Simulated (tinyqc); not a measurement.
Grain-boundary trapping model (Seto) of a polycrystalline semiconductor film: one step, computed by the program tinyqc. Command: `OMP_NUM_THREADS=1 python tinyqc.py 3011578 3011579 out.jsonl poly walk`. One thread of a shared host (Intel(R) Xeon(R) Processor @ 2.30GHz), about 0.01 s of CPU time with the checks.

Grains of equal size L are joined by thin boundaries with one trap level. Trapped carriers deplete a width W on each side and raise a barrier, crossed by thermionic emission. Dopants are fully ionised, statistics are non-degenerate and mu_g does not depend on T.

Problem. Critical doping. If all traps fill, the grain is just depleted at N* = Q_t/L, with the barrier e Q_t L/(8 eps eps_0).

Inputs (values chosen for the exercise, modelled on polycrystalline germanium): permittivity eps = 16; grain size L = 140 nm; trap density Q_t = 9.3e+11 1/cm^2.

Grain interior: resistance included.

Constants: e = 1.602176634e-19 C; eps_0 = 8.8541878128e-12 F/m; k_B = 8.617333262e-05 eV/K.

Give: N*; barrier at N* with all traps filled.

Solution.

N* = 6.643e+16 1/cm^3

barrier at N* with all traps filled = 0.1841 V
